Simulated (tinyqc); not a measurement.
What moves the results: electrons shared among three sets of ellipsoidal valleys. A value that a table varies takes the place of the one given here.

F_j(eta) = (1/Gamma(j + 1)) integral_0^infinity x^j dx/(1 + exp(x - eta)), which tends to exp(eta) for eta << 0.

Sets L, Gamma, Delta: N_i = M_i times N = 2 (m kB T/(4 pi c))^(3/2) with c = hbar^2/2m0, in 1/angstrom^3; times 1e24 for 1/cm^3, m = (ml mt^2)^(1/3); n = sum_i N_i F_1/2((EF - dE_i)/kT), energies from the edge of the first set; mu_drift = sum of share times mobility.

Constants: hbar^2/2m0 = 3.80998211 eV angstrom^2; kB = 8.617333262e-05 eV/K.

Parameters, chosen for this exercise (masses and offsets near those of Ge; mobilities are free inputs, held fixed; not measured data):

| symbol | value | unit | meaning |
|---|---|---|---|
| dE | (0, 0.171, 0.165) | eV | edges of L, Gamma, Delta above the first |
| M | (4, 1, 6) |  | valleys in each set |
| ml | (1.645, 0.041, 0.882) | m0 | longitudinal masses of L, Gamma, Delta |
| mt | (0.0821, 0.041, 0.1926) | m0 | transverse masses |
| mu | (4600, 18000, 1000) | cm^2/(V s) | mobility of each set |
| n | 1.2e+16 | 1/cm^3 | total electron density |
| T | 300 | K |  |

## Transfer between valleys with temperature

Offsets, masses and mobilities are held fixed; n is fixed too, so the high values of T stand for hot electrons, not for the lattice.

Populations:

| T (K) | EF (eV) | share L | share Gamma | share Delta | mu_drift |
|---|---|---|---|---|---|
| 77 | -0.0314 | 1.0000 | 0.0000 | 0.0000 | 4600 |
| 150 | -0.0742 | 1.0000 | 0.0000 | 0.0000 | 4600 |
| 300 | -0.1754 | 0.9956 | 0.0000 | 0.0043 | 4585 |
| 450 | -0.2879 | 0.9645 | 0.0002 | 0.0353 | 4476 |
| 600 | -0.4096 | 0.9036 | 0.0007 | 0.0958 | 4264 |
| 900 | -0.6746 | 0.7638 | 0.0017 | 0.2345 | 3778 |
| 1200 | -0.9599 | 0.6552 | 0.0025 | 0.3423 | 3401 |
| 2000 | -1.7783 | 0.5009 | 0.0037 | 0.4955 | 2865 |

What can be read from the table?

The share of L goes from 1.000 to 0.501 and the mean mobility from 4600 to 2865 cm^2/(V s). L holds more than Gamma throughout. The share of Delta is at most 0.5.

## Transfer between valleys with doping

Parabolic valleys; band tails and gap narrowing are left out.

Populations:

| n (1/cm^3) | EF (eV) | share L | share Gamma | share Delta | mu_drift |
|---|---|---|---|---|---|
| 1.0e+16 | -0.1801 | 0.9956 | 0.0000 | 0.0043 | 4585 |
| 1.0e+17 | -0.1205 | 0.9956 | 0.0000 | 0.0044 | 4585 |
| 1.0e+18 | -0.0602 | 0.9955 | 0.0000 | 0.0045 | 4584 |
| 3.0e+18 | -0.0301 | 0.9952 | 0.0000 | 0.0048 | 4583 |
| 1.0e+19 | 0.0069 | 0.9940 | 0.0000 | 0.0060 | 4579 |
| 3.0e+19 | 0.0514 | 0.9888 | 0.0001 | 0.0112 | 4561 |
| 1.0e+20 | 0.1294 | 0.9363 | 0.0004 | 0.0633 | 4377 |

What can be read from the table?

The share of L goes from 0.996 to 0.936 and the mean mobility from 4585 to 4377 cm^2/(V s). L holds more than Gamma throughout. The share of Delta is at most 0.063.

## Moving the second set by strain or alloying

The second entry of dE is replaced by the values listed; a negative value puts that set lowest.

Populations:

| offset (eV) | EF (eV) | share L | share Gamma | share Delta | mu_drift |
|---|---|---|---|---|---|
| -0.100 | -0.1924 | 0.5158 | 0.4819 | 0.0022 | 11049 |
| -0.050 | -0.1787 | 0.8769 | 0.1193 | 0.0038 | 6185 |
| 0.000 | -0.1759 | 0.9765 | 0.0192 | 0.0043 | 4843 |
| 0.025 | -0.1756 | 0.9883 | 0.0074 | 0.0043 | 4684 |
| 0.050 | -0.1755 | 0.9928 | 0.0028 | 0.0043 | 4622 |
| 0.100 | -0.1754 | 0.9953 | 0.0004 | 0.0043 | 4590 |
| 0.150 | -0.1754 | 0.9956 | 0.0001 | 0.0043 | 4585 |
| 0.200 | -0.1754 | 0.9957 | 0.0000 | 0.0043 | 4584 |
| 0.300 | -0.1754 | 0.9957 | 0.0000 | 0.0043 | 4584 |

What does this show?

The share of L goes from 0.516 to 0.996 and the mean mobility from 11049 to 4584 cm^2/(V s). L holds more than Gamma throughout. The share of Delta is at most 0.0043. With Boltzmann statistics the first two sets are equal at kT ln(N_2/N_1) = -0.1015 eV.

## What moves the populations

All else solved anew. Each row changes one parameter from the base and keeps the others.

Results:

| case | EF (eV) | share L | share Gamma | share Delta | mu_drift (cm^2/(V s)) |
|---|---|---|---|---|---|
| base | -0.1754 | 0.9956 | 0.0000 | 0.0043 | 4585 |
| T = 350 K | -0.2118 | 0.9892 | 0.0001 | 0.0107 | 4562 |
| n = 3.6e+16 1/cm^3 | -0.1470 | 0.9956 | 0.0000 | 0.0043 | 4585 |
| dE = (0, 0.1368, 0.165) eV | -0.1754 | 0.9956 | 0.0001 | 0.0043 | 4586 |
| mt = (0.0821, 0.0492, 0.1926) m0 | -0.1754 | 0.9956 | 0.0000 | 0.0043 | 4585 |
| ml = (1.645, 0.0492, 0.882) m0 | -0.1754 | 0.9956 | 0.0000 | 0.0043 | 4585 |
| mu = (5520, 18000, 1000) cm^2/(V s) | -0.1754 | 0.9956 | 0.0000 | 0.0043 | 5501 |

What can be read from the table?

The largest shifts from the base row, up to three for each result and ties (the steps differ in size, so this ranks the rows, not the parameters). EF (eV): T -0.0364, n +0.0284; unchanged at the printed digits by dE, mt, ml and mu. share L: T -0.0064; unchanged at the printed digits by n, dE, mt, ml and mu. share Gamma: dE +0.0001, T +0.0000; unchanged at the printed digits by n, mt, ml and mu. share Delta: T +0.0064; unchanged at the printed digits by n, dE, mt, ml and mu. mu_drift (cm^2/(V s)): mu +916, T -22, dE +1; unchanged at the printed digits by n, mt and ml.

tinyqc: `OMP_NUM_THREADS=1 python tinyqc.py 1651015 1651016 out.jsonl`; about 0.01 s, one thread, shared Intel(R) Xeon(R) Processor @ 2.30GHz.
